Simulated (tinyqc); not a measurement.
RKS/B3LYP (VWN-RPA form) in the sto-3g basis, for H3-, spin multiplicity 1, step by step. The basis has no diffuse functions, so it cannot describe the extra electron: this is an exercise in the method, not the real anion. One step of it, computed by the program tinyqc.

Problem. Iteration 1: diagonalisation and new density. Diagonalise F' = X^T F X, C = X C', fill 2 alpha and 2 beta electrons from the bottom; D = 2 C_occ C_occ^T. Each column has its largest component positive (the first on a tie).

Kohn-Sham matrix F (hartree), order 1H 1s, 2H 1s, 3H 1s:
```
[[0.266735, -0.120757, -0.039034],
 [-0.120757, 0.135620, -0.072335],
 [-0.039034, -0.072335, 0.412615]]
```

X, order 1H 1s, 2H 1s, 3H 1s:
```
[[1.183512, -0.239206, -0.239304],
 [-0.239206, 1.183512, -0.239304],
 [-0.239304, -0.239304, 1.183568]]
```

Give: F' = X^T F X; orbital energies; coefficients C; D after iteration 1.

Solution.

F' = X^T F X (hartree):
```
[[0.487, -0.241, -0.198],
 [-0.241, 0.334, -0.209],
 [-0.198, -0.209, 0.650]]
```

orbital energies (hartree): [0.026, 0.655, 0.790]

coefficients C, order 1H 1s, 2H 1s, 3H 1s:
```
[[0.385, -0.944, -0.689],
 [0.619, 1.018, -0.310],
 [0.189, -0.253, 1.190]]
```

D after iteration 1, order 1H 1s, 2H 1s, 3H 1s:
```
[[2.080, -1.446, 0.622],
 [-1.446, 2.838, -0.280],
 [0.622, -0.280, 0.199]]
```
